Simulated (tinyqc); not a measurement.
Grain-boundary diffusion: Harrison regimes, Fisher and Le Claire analysis, Hart average: one step, computed by the program tinyqc.

A boundary is a slab of width delta with diffusivity D_b, normal to a surface held at constant concentration; it leaks into grains of diffusivity D.

Problem. Penetration along an isolated boundary. Fisher: the mean concentration falls as exp(-y/y_F), y_F = sqrt(P) (pi t/(4 D))^(1/4), with the boundary equation P d2c/dy2 = 2 c sqrt(D/(pi t)). Le Claire (from the Whipple solution): ln c falls as -(y/y_L)^(6/5) with P = 1.322 sqrt(D/t) y_L^2.

Inputs (values chosen for the exercise, for a model polycrystal): temperature T = 1800 K; time t = 1900 s.

triple product P = 3.298590e-21 m^3/s

D = 7.071050e-19 m^2/s

Give: Fisher depth y_F; Le Claire depth y_L.

Solution.

Fisher depth y_F = 12.31 um

Le Claire depth y_L = 11.37 um

Caution: the Fisher and Le Claire forms need regime B with beta above 10.
